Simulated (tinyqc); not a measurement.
Schottky barrier with interface states (Cowley-Sze model), image lowering and contact resistance: one step, computed by the program tinyqc. Command: `OMP_NUM_THREADS=1 python tinyqc.py 3004463 3004464 out.jsonl pinning walk`. One thread of a shared host (Intel(R) Xeon(R) Processor @ 2.30GHz), about 0.01 s of CPU time with the checks.

An n-type semiconductor under a metal. The barrier lies between the Schottky-Mott limit phi_M - chi and the Bardeen limit E_g - E_n, E_n being the neutrality level of the interface states; the space-charge term of the full Cowley-Sze expression is left out.

Task: Tunnelling scale and contact resistivity. A* = 4 pi e m_e M_c k_B^2/h^3 (a simple valley count); J_s = A* T^2 exp(-phi/k_B T). E_00 = (e hbar/2) sqrt(N/(m_e eps_s eps_0)), E_0 = E_00 coth(E_00/k_B T); scaling form of the contact resistivity rho_c = (k_B/(e A* T)) exp(phi_B/E_0), which is the thermionic result when E_00 << k_B T and keeps only the leading exponential of tunnelling when E_00 >> k_B T; image lowering is left out of it.

Inputs (values chosen for the exercise, with gap, mass and screening modelled on ZnSe):
```
quantity                     value   unit
dielectric constant eps_s      8.8      -
electron mass m_e            0.152    m_0
valleys M_c                      1      -
donor density N            1.9e+17  cm^-3
temperature T                  300      K
```

Pinning factor from: Moench relation.

barrier phi_B = 0.9732012 eV

Constants: k_B = 8.617333262e-05 eV/K; hbar = 1.054571817e-34 J s; m_0 = 9.1093837015e-31 kg; eps_0 = 8.8541878128e-12 F/m; e = 1.602176634e-19 C; k_B = 1.380649e-23 J/K; h = 6.62607015e-34 J s.

Give: E_00; E_00/k_B T; E_0; contact resistivity rho_c.

Result:

E_00 = 0.0069975 eV

E_00/k_B T = 0.27067

E_0 = 0.026480 eV

contact resistivity rho_c = 1.4380e+08 ohm cm^2

With the usual bounds 0.5 and 5 on E_00/k_B T the regime is thermionic emission; so large a rho_c means a blocking contact.
